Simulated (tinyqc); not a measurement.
Worked calculation: free-carrier optics of a doped semiconductor (Drude model with one polar phonon). Values are carried at full precision from step to step, so a last printed digit may differ when a step is redone from the rounded ones.

eps(E) = ei [1 - Ep^2/(E^2 + i E Gam)] + (es - ei) wT^2/(wT^2 - E^2 - i E gT), with Ep^2 = 8 pi c (e^2/(4 pi eps0)) N/(m ei), c = hbar^2/2m0, N in 1/angstrom^3 (1e-24 per 1/cm^3); Gam = hbar/tau, tau = mu m m0/e with m0/e = 5.685630e-12 kg/C and mu in m^2/(V s). Energies in meV.

Constants: hbar^2/2m0 = 3.80998211 eV angstrom^2; e^2/(4 pi eps0) = 14.39964547 eV angstrom; hbar = 6.58211957e-16 eV s; hbar c = 1973.269805 eV angstrom.

Values chosen for the exercise (mass and dielectric values near those of InP; N and mu are free inputs; interband absorption and the rise of the mass with filling are left out; not measured data): N = 1e+18 1/cm^3 (carrier density); m = 0.0816 m0 (conductivity mass); mu = 3300 cm^2/(V s) (mobility); ei = 9.6 (high-frequency dielectric constant); wT = 37.4 meV (TO phonon); es = 12.55 (static dielectric constant); gT = 0.5 meV (phonon damping); E = 29.2 meV (photon energy).

## Plasma energy and damping

Evaluate Ep, tau, Gam, the plasma wavelength hc/Ep (hc = 1239.841984 eV nm) and the dc resistivity 1/(e N mu), e = 1.602176634e-19 C.

Ep = 41.954 meV
tau = 153.10 fs
Gam = 4.299 meV
plasma wavelength = 29.55 micrometre
rho = 0.00189 ohm cm

Ep/Gam = 9.76: the plasma edge is sharp.

## Dielectric function at one energy

Insert the numbers.

free-carrier term = -19.3975+2.8559i
eps = -2.2471+3.0578i

## Optical constants

n + i k = sqrt(eps1 + i eps2) with k >= 0; R = ((n - 1)^2 + k^2)/((n + 1)^2 + k^2) at normal incidence from vacuum; alpha = 2 E k/(hbar c), times 1e8 for 1/cm; loss function Im(-1/eps) = eps2/(eps1^2 + eps2^2).

Convert eps at the photon energy E (in meV) into the optical constants.

n = 0.8796
k = 1.7381
R = 0.4631
alpha = 5.14e+03 1/cm

Light of this energy penetrates 1/alpha = 1.94 micrometre.

## Coupled plasmon-phonon modes

Without damping eps = 0 gives E^4 - (wL^2 + Ep^2) E^2 + Ep^2 wT^2 = 0 with wL = wT sqrt(es/ei) (Lyddane-Sachs-Teller).

wL = 42.76 meV

L-, L+ (meV): 30.40  51.62

L+ lies 8.86 meV above the larger of wL and Ep; L- lies below wT by 7.00 meV.

## Checks

- Integral of E eps2 of the free-carrier term against (pi/2) ei Ep^2 (meV^2): both 26543.

Program tinyqc; command `OMP_NUM_THREADS=1 python tinyqc.py 1682236 1682237 out.jsonl`; about 0.01 s on one thread of a shared Intel(R) Xeon(R) Processor @ 2.30GHz.
